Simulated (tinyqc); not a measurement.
Phase space against the mass ratio: three-phonon processes in a diatomic chain: dispersion, energy and momentum conservation, and decay channels of optical phonons. Computed by tinyqc, a small Python program. Command: `OMP_NUM_THREADS=1 python tinyqc.py 3120146 3120147 out.jsonl threeph walk`. One thread of a shared host (Intel(R) Xeon(R) Processor @ 2.30GHz), about 0.05 s of CPU time with the checks.

Cell length a, two atoms, one spring constant. x = q a/pi runs from -1 to 1; A and O are the acoustic and optical branches. Matrix elements are not computed: only conservation laws and occupation factors are followed.

Inputs (values chosen for the exercise, for a model chain): light mass m = 31 u; spring constant k = 3 eV/angstrom^2; temperature T = 800 K.

Constants: nu for 1 eV/(angstrom^2 u) = 15.6333042 THz; h x 1 THz = 4.135667696 meV; k_B = 8.617333262e-05 eV/K.

Method:
- omega^2 = k (1/m + 1/M) -/+ k sqrt((1/m + 1/M)^2 - 4 sin^2(pi x/2)/(m M)); nu = 15.6333042 THz x sqrt(omega^2) for eV/(angstrom^2 u).
- Processes for O(x): decay O -> A + A and O -> O + A with x = x' + x'' (mod 2), and absorption O + A -> O with x + x' = x'' (mod 2). Roots of the energy mismatch in x' are bracketed on 4001 points from -1 to 1 and refined. A process is umklapp (U) if the sum of wave numbers leaves (-1, 1]. Weight = occupation factor/|d mismatch/dx'|, the factor being 1 + n' + n'' for decay and n' - n'' for absorption. Pairs that differ only by exchanging two acoustic products count once, and the trivial root x' = 0 is left out.
- Total weight summed over channels and averaged over x = 0.05, 0.15, ..., 0.95, with m and k fixed; share of those x with an open channel.

Optical phonons:
```
M/m  weight, A + A (1/THz)  weight, with O (1/THz)  share open
1.1                 1.4909                       0         1.0
1.5                 3.2250                       0         1.0
2.0                 1.8671                       0         0.8
2.5                 1.0585                       0         0.5
2.9                 0.8174                       0         0.2
3.3                 0.0000                       0         0.0
3.7                 0.0000                       0         0.0
4.2                 0.0000                       0         0.0
6.0                 0.0000                       0         0.0
```

What follows from these numbers?

The A + A channel closes between M/m = 2.9 and 3.3 on this grid: energy conservation alone would allow it up to M/m = 4, where the optical bottom passes twice the acoustic top, but momentum must be conserved too. No channel with a second optical phonon opens at any ratio. A large gap that shuts such channels is one reason why crystals with very unequal masses can conduct heat well.
